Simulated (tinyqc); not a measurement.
Thin-body transistor below threshold, two-dimensional Poisson equation on a small mesh: one step of the calculation.

A thin body on a thick buried insulator of low permittivity, taken as carrying no normal field at the bottom of the body (row 0). Mobile charge is neglected (subthreshold), the body is fully depleted, and potentials are counted from the intrinsic level; rows run upward to the gate, columns from source to drain.

Problem. Barrier, swing and barrier lowering. The barrier is read along row 0, the path farthest from the gate. Take the node j of lowest psi: barrier Vbi - psi_j; swing Vt ln 10/(d psi_j/dVg); DIBL = (d psi_j/dVd)/(d psi_j/dVg). The derivatives solve the same equations with s = 0 and a unit change of that voltage.

Values chosen for this exercise:

| symbol | value | unit | meaning |
|---|---|---|---|
| T | 300 | K | temperature |
| Vbi | 0.51 | V | potential of the source |

Constants: q = 1.602176634e-19 C, kB = 1.380649e-23 J/K, Vt = kB T/q. Results are converted to the units shown.

converged psi (V):
```
               j=0          j=1          j=2          j=3          j=4          j=5          j=6
row 0   0.51000000   0.21940353   0.08709893   0.05369794   0.09491735   0.24145723   0.56000000
row 1   0.51000000   0.19585598   0.07238599   0.04259738   0.07924985   0.21587003   0.56000000
row 2   0.51000000   0.11557896   0.02980091   0.01172923   0.03383988   0.12854437   0.56000000
row 3   0.24000000   0.04358914   0.00008036  -0.00902947   0.00211287   0.05014465   0.26500000
row 4  -0.03000000  -0.03000000  -0.03000000  -0.03000000  -0.03000000  -0.03000000  -0.03000000
```

d psi/dVg on row 0: j=0 0.00000000, j=1 0.53906127, j=2 0.78582630, j=3 0.85186206, j=4 0.78582630, j=5 0.53906127, j=6 0.00000000
d psi/dVd on row 0: j=0 0.0000000, j=1 0.0099323, j=2 0.0289026, j=3 0.0740690, j=4 0.1852711, j=5 0.4510064, j=6 1.0000000

Find: j; barrier; swing; DIBL.

Solution.

j = 3
barrier = 0.4563 V
swing = 69.88 mV/decade
DIBL = 86.95 mV/V

Program tinyqc, `OMP_NUM_THREADS=1 python tinyqc.py 2480104 2480105 out.jsonl`; Intel Xeon 2.30GHz, shared host, one thread, about 0.1 s.
